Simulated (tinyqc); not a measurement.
Inside a calculation. Model: physical sputtering: collision-cascade yield, angular dependence, faceting and resputtering in deposition. Computed by tinyqc, a small Python program that keeps every step. Command: `OMP_NUM_THREADS=1 python tinyqc.py 3016942 3016943 out.jsonl sputter walk`. One thread of a shared host (Intel(R) Xeon(R) Processor @ 2.30GHz), about 0.01 s of CPU time with the checks. Intermediate numbers are printed to about 6 digits and carried at full precision; extremes and crossings named in words are read from the listed rows.

Ions start collision cascades; atoms that reach the surface with more than U leave. The target is amorphous or fine-grained.

Inputs (values chosen for the exercise, modelled on neon ions on aluminium): ion Z1 = 10; ion mass M1 = 20.2 u; target Z2 = 13; target mass M2 = 26.98 u; surface binding energy U = 3.39 eV; target density N = 60.2 1/nm^3; fit factor Q = 1.1; ion energy E = 2200 eV; current density J = 3.9 mA/cm^2; angular exponent f = 2.5; angle of the largest yield = 55 degrees; angle of incidence = 65 degrees; deposition rate over sputter rate on a flat surface, D/S = 3.3.

Constants: e = 1.602176634e-19 C.

## Yield at normal incidence

gamma = 4 M1 M2/(M1 + M2)^2; threshold E_th = 6.7 U/gamma for M1 >= M2, else U (1 + 5.7 M1/M2)/gamma. eps = 0.03255 M2 E/(Z1 Z2 (M1 + M2) z), z = (Z1^(2/3) + Z2^(2/3))^(1/2), E in eV; s_n = 3.441 sqrt(eps) ln(eps + 2.718)/(1 + 6.355 sqrt(eps) + eps (6.882 sqrt(eps) - 1.708)); S_n = 84.78 Z1 Z2 M1 s_n/((M1 + M2) z) in eV angstrom^2; alpha = 0.249 (M2/M1)^0.56 + 0.0035 (M2/M1)^1.5 for M1 <= M2, else 0.0875 (M2/M1)^(-0.15) + 0.165 M2/M1; Y0 = 0.042 Q alpha S_n/U [1 - sqrt(E_th/E)]^2.5 (the electronic-loss factor of the full formula is dropped). Erosion rate = Y0 J/(e N); 1 cm^2 = 1e14 nm^2.

energy transfer factor gamma = 0.979349

threshold E_th = 18.2337 eV

reduced energy eps = 0.0987748

nuclear stopping S_n = 544.715 eV angstrom^2

alpha = 0.298213

yield Y0 = 1.74382 atoms per ion

erosion rate = 423.068 nm/min

The threshold factor is 0.788; the energy cost is 1260 eV per removed atom, 372 times U.

## Oblique incidence

Angular law: Y/Y0 = t^f exp(-f cos(a_opt)(t - 1)), t = 1/cos(angle), largest at a_opt. A plane tilted by the angle recedes along the beam at a speed proportional to Y(angle), and along its own normal as Y cos(angle).

Y/Y0 at the angle = 1.21429

yield at the angle = 2.11751 atoms per ion

normal speed relative to a flat surface = 0.513183

largest Y/Y0 = 1.38210

## Deposition with resputtering

With a directional flux, net growth along the beam is D - S Y(angle)/Y0. Slopes where Y/Y0 exceeds D/S are etched: solve Y/Y0 = D/S below a_opt, if the largest Y/Y0 exceeds D/S. The normal speed is largest where f (1 - cos(a_opt)/cos(angle)) = 1, cos(angle) = f cos(a_opt)/(f - 1), or at angle 0 if this exceeds 1.

Angle of zero net growth: none: every slope grows

angle of the largest normal speed = 17.0673 degrees

Deposition outweighs sputtering at every angle, so no slope is cut back.

## Yield over energy

The formulas are those given above.

Normal incidence:
```
E (eV)          eps  S_n (eV angstrom^2)       Y0  Y0 per keV
50      2.24488e-03              185.987  0.07465     1.49293
100     4.48976e-03              240.587  0.24300     2.43002
200     8.97953e-03              303.892  0.50283     2.51413
300     1.34693e-02              344.153  0.68925     2.29751
500     2.24488e-02              397.039  0.94999     1.89999
1000    4.48976e-02              469.483  1.32766     1.32766
2000    8.97953e-02              536.469  1.69651     0.84825
5000    2.24488e-01              597.205  2.07713     0.41543
10000   4.48976e-01              599.356  2.18410     0.21841
30000   1.34693e+00              492.301  1.87974     0.06266
100000  4.48976e+00              294.858  1.15830     0.01158
```

The yield per keV peaks at 200 eV among these rows, 11 times the threshold, the most economical range for removing atoms. Y0 varies as E^1.70 between the first rows and as E^-0.40 at the end; it peaks near 10000 eV, close to the broad maximum of nuclear stopping. Caution: the electronic-loss factor, dropped here, would lower the yields at the highest energies slightly.

Checks made by the program: position of the angular maximum (relative difference below 1e-10).
